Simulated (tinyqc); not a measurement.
Tight binding, honeycomb lattice, step by step. One step of it, computed by the program tinyqc.

Task: Levels at k. Diagonalise the Hermitian matrix.

H(k) at k (eV):
```
,A,B
A,1.014944,-2.643420-3.401747i
B,-2.643420+3.401747i,0.882333
```

Give: eigenvalues; weights |c|^2 of the basis functions.

Result:

eigenvalues (eV): -3.360  5.257

weights |c|^2 of the basis functions:
```
,band 1,band 2
A,0.492,0.508
B,0.508,0.492
```
